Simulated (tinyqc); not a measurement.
# FinFET, parasitic resistance, capacitance and delay: several studies

Nf fins under one contact; each has gated perimeter p = 2 Hf + Wf and cross-section A = Hf Wf; contact width Wc = Nf pf, stack height Hs = Hf. Contact length Lc = CPP - Lg - 2 Lsp, shared by two neighbouring gates. Source and drain sides are equal. The formulas are first-order estimates, not field solutions.

Values chosen for this exercise; values close to those of silicon logic devices:
- T = 300 K (temperature)
- Nf = 1 (number of fins)
- Hf = 35 nm (fin height)
- Wf = 8 nm (fin width)
- pf = 42 nm (fin pitch)
- CPP = 70 nm (contacted gate pitch)
- Lg = 14 nm (gate length)
- Lsp = 8 nm (spacer length)
- ks = 4 (relative permittivity of the spacer)
- Hc = 15 nm (gate height above the channel stack)
- rc = 3.2e-9 ohm cm^2 (contact resistivity)
- re = 0.00041 ohm cm (resistivity of the source-drain epitaxy)
- te = 30 nm (current-carrying depth of the epitaxy)
- rx = 0.00074 ohm cm (resistivity of the extension)
- Lov = 2 nm (gate overlap)
- Cinv = 2.2 uF/cm^2 (inversion capacitance)
- vx = 1.3e7 cm/s (injection velocity)
- mu = 140 cm^2/(V s) (apparent mobility)
- VT = 0.28 V (threshold at zero drain voltage)
- dl = 0.03 V/V (barrier lowering)
- n = 1.3 (subthreshold factor)
- Cw = 0.18 fF (wire load)
- Vdd = 0.65 V (supply voltage)

Constants: q = 1.602176634e-19 C, kB = 1.380649e-23 J/K, eps0 = 8.8541878128e-12 F/m, Vt = kB T/q. Results are converted to the units shown.

Each table varies one quantity; the others keep the values above.

## Effect of the relative permittivity of the spacer

Epitaxy sheet resistance Rsh = re/te, transfer length LT = sqrt(rc/Rsh), contact Rc = [sqrt(rc Rsh)/Wc] coth(Lc/(2 LT)); extension of one fin Rx = rx Lsp/A. With N fins: gate Cg = Cinv p N Lg; per side, plate Cp = ks eps0 [Wc (Hs + Hc) - N A]/Lsp, top fringe Cf = (2/pi) ks eps0 Wc ln(1 + Lg/(2 Lsp)), overlap Co = Cinv p N Lov. One fin: I = p Q vx u/(1 + |u|^1.8)^(1/1.8), Q = Cinv n Vt ln(1 + exp((Vg' - VT + dl Vd')/(n Vt))), u = Vd' mu/(vx Lg), Vg' = Vgs - v, Vd' = Vds - 2 v, with the drop on each side v = Rc (sum of I) + Rx I. Ieff = [I(Vgs = Vdd, Vds = Vdd/2) + I(Vdd/2, Vdd)]/2, total currents. With Cs = Cp + Cf + Co, the load of an inverter of two such devices driving an equal one is CL = 2 (Cg + 2 Cs) + 4 Cs + Cw (own drains counted twice for the Miller effect); delay CL Vdd/(2 Ieff).

The same in every row: Rc (ohm) = 402.4; Rx/N (ohm) = 211.4; Ieff (uA) = 38.98.

Results:
```
ks,CL (aF),delay (ps)
1,272.8,2.275
2,290.1,2.419
3,307.4,2.563
4,324.7,2.708
7,376.6,3.140
```

Estimate the missing row, ks = 5.5.

Computed row:
```
ks,CL (aF),delay (ps)
5.5,350.7,2.924
```

With this row back in the table: As ks goes from 1 to 7, Ieff stays at 39.0 uA, CL rises from 273 to 377 aF and the delay rises from 2.27 to 3.14 ps.

## Effect of the wire load

Same model as above.

The same in every row: Rc (ohm) = 402.4; Rx/N (ohm) = 211.4; Ieff (uA) = 38.98.

Result of one run:
```
Cw (fF),CL (aF),delay (ps)
0.93,1075,8.961
```

What becomes of these results when the wire load Cw is changed from 0.93 to 0.02 fF, all else the same?

Result of the changed run:
```
Cw (fF),CL (aF),delay (ps)
0.02,164.7,1.373
```

The whole series:
```
Cw (fF),CL (aF),delay (ps)
0.02,164.7,1.373
0.043,187.7,1.565
0.093,237.7,1.982
0.2,344.7,2.874
0.43,574.7,4.792
0.93,1075,8.961
2,2145,17.88
```

As Cw goes from 0.02 to 2 fF, Ieff stays at 39.0 uA, CL rises from 165 to 2140 aF and the delay rises from 1.37 to 17.9 ps.

## Effect of the fin pitch

Same model as above.

The same in every row: Rx/N (ohm) = 211.4.

Effect of the fin pitch:
```
pf (nm),Rc (ohm),Ieff (uA),CL (aF),delay (ps)
18,938.9,34.09,279.5,2.665
22,768.2,35.54,287.0,2.625
26,650.0,36.60,294.6,2.616
30,563.4,37.41,302.1,2.625
36,469.5,38.31,313.4,2.659
44,384.1,39.16,328.5,2.726
```

What does the table show?

As pf goes from 18 to 44 nm, Ieff rises from 34.1 to 39.2 uA, CL rises from 280 to 328 aF and the delay goes from 2.66 through a minimum of 2.62 (at pf = 26 nm among the rows listed) to 2.73 ps.

Program tinyqc, `OMP_NUM_THREADS=1 python tinyqc.py 2170156 2170157 out.jsonl`; Intel Xeon 2.30GHz, shared host, one thread, about 0.04 s.
